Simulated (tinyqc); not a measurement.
BCS gap equation with a constant attraction inside the Debye window: one step, computed by the program tinyqc. Command: `OMP_NUM_THREADS=1 python tinyqc.py 3011869 3011870 out.jsonl bcs walk`. One thread of a shared host (Intel(R) Xeon(R) Processor @ 2.30GHz), about 0.01 s of CPU time with the checks.

Pairs attract with strength V for |xi| < k_B Theta; N(0) is the density of states for one spin. Energies are given as temperatures (E/k_B, in K) unless marked.

Problem. A tunnel junction of this metal. Ambegaokar-Baratoff: I_c R_n = (pi Delta/(2e)) tanh(Delta/2T); Josephson energy E_J = hbar I_c/(2e), given as E_J/h; inductance hbar/(2 e I_c); thermal quasiparticle fraction x = n_qp/(2 N(0) Delta) = sqrt(2 pi T/Delta) exp(-Delta/T), valid for T well below Delta.

Inputs (values chosen for the exercise, modelled on tin): Debye temperature Theta = 196 K; temperature T = 3.15 K; junction resistance R_n = 7.4 kilo-ohm.

Solver: secant.

Delta(T) = 4.292914 K

Constants: k_B = 8.617333262e-05 eV/K; hbar = 1.054571817e-34 J s; e = 1.602176634e-19 C; h = 6.62607015e-34 J s.

Give: I_c R_n; critical current I_c; E_J/h; Josephson inductance; quasiparticle fraction x.

Solution.

I_c R_n = 344.3 microvolt

critical current I_c = 46.52 nA

E_J/h = 23.11 GHz

Josephson inductance = 7.074 nH

quasiparticle fraction x = 0.5495

Caution: T is not small against Delta, so the quasiparticle formula is only a rough guide.
